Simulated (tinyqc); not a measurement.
MOS structure on a p-type body with a doping step, non-linear Poisson equation by Newton steps: one step of the calculation.

One dimension, insulator interface at x = 0, acceptor density N1 for x < x1 and Na beyond, net doping C = -(acceptor density). psi is counted from the intrinsic level: n = ni exp((psi - Vb)/Vt), p = ni exp(-psi/Vt); deep in the body psi_b = -Vt ln(Na/ni). The gate acts through Cox = eps0 eox/tox and has the potential psi_G = Vg - (phiM - chi - Vt ln(Nc/ni)). Boltzmann statistics, full ionisation, classical densities, no oxide or interface charge. Acceptors in real wide-gap material are deep and only partly ionised in the neutral body.

Question. Newton step. Solve the tridiagonal system a_(i-1) d_(i-1) + b_i d_i + a_i d_(i+1) = -F_i for nodes 0 to 14, with d = 0 on fixed nodes. Each component d is damped to sign(d) Vt ln(1 + |d|/Vt) before it is added.

Values chosen for this exercise: temperature T = 350 K.

Constants: q = 1.602176634e-19 C, kB = 1.380649e-23 J/K, Vt = kB T/q. Results are converted to the units shown.

coupling a_i, interval 0 to 14 (F/cm^2): 2.1427135e-5  1.3823958e-5  8.9279727e-6  5.8305128e-6  3.7427309e-6  2.4211451e-6  1.5813383e-6  1.0083357e-6  6.5426365e-7  4.2429969e-7  2.7382919e-7  1.7781854e-7  1.1427805e-7  7.3886671e-8  4.8150864e-8

```
node  diagonal b (F/cm^2)  residual F (C/cm^2)
0           -2.2012006e-5         9.8443366e-7
1           -3.5266886e-5        -3.3525798e-9
2           -2.2764875e-5        -4.8457600e-9
3           -1.4765947e-5        -7.0772196e-9
4           -9.5758374e-6        -1.0680792e-8
5           -6.1642782e-6        -1.6451744e-8
6           -4.0025021e-6        -2.5266246e-8
7           -2.5896742e-6        -3.9252050e-8
8           -1.6625994e-6        -6.0908347e-8
9           -1.0785633e-6        -9.3900368e-8
10          -6.9812889e-7        -1.4522129e-7
11          -4.5164774e-7        -2.2417655e-7
12          -2.9347421e-7        -4.5297311e-9
13          -4.6524866e-6         2.6350218e-8
14          -6.9938210e-6                   ~0
```

psi at the start, node 0 to 15 (V): 1.4682124  1.4557928  1.4365944  1.4069925  1.3619585  1.2925117  1.1868548  1.0290806  0.7913806  0.4483167  -0.0253560  -0.6267304  -1.2376326  -1.4682124  -1.4682124  -1.4682124

Wanted: Newton step d, before damping; psi after iteration 1.

Answer.

Newton step d, before damping, node 0 to 14 (V): 0.773  0.748  0.711  0.654  0.570  0.442  0.251  -0.025  -0.420  -0.935  -1.508  -1.865  -1.154  -0.023  0.000
psi after iteration 1, node 0 to 15 (V): 1.567  1.554  1.533  1.501  1.452  1.375  1.254  1.011  0.710  0.344  -0.144  -0.752  -1.348  -1.485  -1.468  -1.468

Numbers from tinyqc (`OMP_NUM_THREADS=1 python tinyqc.py 2080137 2080138 out.jsonl`; about 0.6 s on one thread of a shared Intel Xeon 2.30GHz).

~0 in a residual or rate marks an entry under 1e-11 of the largest of its column.
